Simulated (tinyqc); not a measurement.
# Off-state leakage of single and stacked transistors: effects of single changes

n-channel devices of unit width. Subthreshold current I(Vg, Vs, Vd) = I0 (T/300 K)^0.5 exp[(Vg - Vs - VT(T) - gb (Vs - Vb) + dd (Vd - Vs))/(nf Vt)] (1 - exp(-(Vd - Vs)/Vt)), VT(T) = VT - cT (T - 300 K). Gate-edge tunnelling Ig (Vd/1 V) exp(ag (Vd - 1 V)), for a gate at 0 V, and band-to-band leakage Ab u exp(-Bb/u), u = Vd - Vb + 1 V, flow at a drain held at V; both are taken as independent of T. In a stack of off transistors (all gates at 0 V) the same subthreshold current passes through each.

Values chosen for this exercise; values of the order met in bulk silicon logic transistors: temperature T = 378 K; supply voltage V = 0.8 V; threshold at 300 K, zero drain and body bias VT = 0.3 V; fall of the threshold with temperature cT = 0.9 mV/K; current at threshold at 300 K I0 = 0.15 uA/um; slope factor nf = 1.47; drain-induced lowering per volt dd = 0.17; rise of the threshold per volt of source-body bias gb = 0.19; gate-edge tunnelling current at 1 V Ig = 0.0007 uA/um; exponential slope of the gate current ag = 5.4 1/V; prefactor of band-to-band leakage at the drain Ab = 30 uA/(um V); its exponential voltage Bb = 18 V; body voltage Vb = -0.6 V.

Constants: q = 1.602176634e-19 C, kB = 1.380649e-23 J/K, Vt = kB T/q. Results are converted to the units shown.

Each table varies one quantity; the others keep the values above.

## Subthreshold current against the height of the stack

All n gates at 0 V, bottom source at 0 V, top drain at V; node voltages follow from equal currents.

Subthreshold current against the height of the stack:
```
n	I (nA/um)	reduction factor	drain voltage of the bottom device (mV)	source voltage of the top device (mV)	voltage across the top device (V)
1	2.196	1.000	800.0	0	0.8000
2	0.1662	13.21	90.87	90.87	0.7091
3	0.08160	26.91	27.96	115.9	0.6841
4	0.05393	40.71	16.46	130.5	0.6695
5	0.04026	54.54	11.67	140.8	0.6592
6	0.03211	68.39	9.044	148.8	0.6512
```

What does the comparison show?

The second transistor cuts the current by a factor of 13.2, the third by a further 2.04 and the sixth by 1.25. The top device keeps 81.4 % of the supply at n = 6, while the drain voltage of the bottom one falls to 0.278 Vt.

## Leakage components against the body voltage

Same model as above.

One transistor with Vg = Vs = 0, Vd = V; stack factor I(one)/I(two in series).

The same in every row: gate edge (nA/um) = 0.1902; stack factor = 13.21.

Result of one run:
```
Vb (V)	subthreshold (nA/um)	band-to-band (nA/um)	total (nA/um)	largest part
-1.4	0.09182	346.2	346.5	band-to-band
```

What becomes of these results when the body voltage Vb is changed from -1.4 to -0.8 V, all else the same?

Result of the changed run:
```
Vb (V)	subthreshold (nA/um)	band-to-band (nA/um)	total (nA/um)	largest part
-0.8	0.9929	76.81	78.00	band-to-band
```

The whole series:
```
Vb (V)	subthreshold (nA/um)	band-to-band (nA/um)	total (nA/um)	largest part
0.2	52.50	0.6244	53.32	subthreshold
0	23.74	2.452	26.38	subthreshold
-0.2	10.74	7.405	18.33	subthreshold
-0.4	4.855	18.46	23.51	band-to-band
-0.6	2.196	39.82	42.21	band-to-band
-0.8	0.9929	76.81	78.00	band-to-band
-1	0.4490	135.6	136.3	band-to-band
-1.2	0.2030	223.1	223.5	band-to-band
-1.4	0.09182	346.2	346.5	band-to-band
```

As Vb goes from 0.2 to -1.4, the total leakage goes from 53.3 through a minimum of 18.3 (at Vb = -0.2 among the rows listed) to 347 nA/um. The subthreshold part leads at Vb = 0.2, the band-to-band part from -0.4 on. The exact minimum lies at Vb = -0.218 V: reverse body bias lowers the subthreshold part by a decade every nf Vt ln 10/gb = 0.580 V but raises the band-to-band part. The reduction by a stack of two stays at 13.2, for the subthreshold part alone. For Vb = 0.2, 0, -0.2 the gate is within about 3 nf Vt of threshold, where the exponential law overstates the current. For Vb = 0.2 the body is forward biased; the junction current, left out, is still small at this voltage.

Program tinyqc, `OMP_NUM_THREADS=1 python tinyqc.py 2242202 2242203 out.jsonl`; Intel Xeon 2.30GHz, shared host, one thread, about 0.03 s.
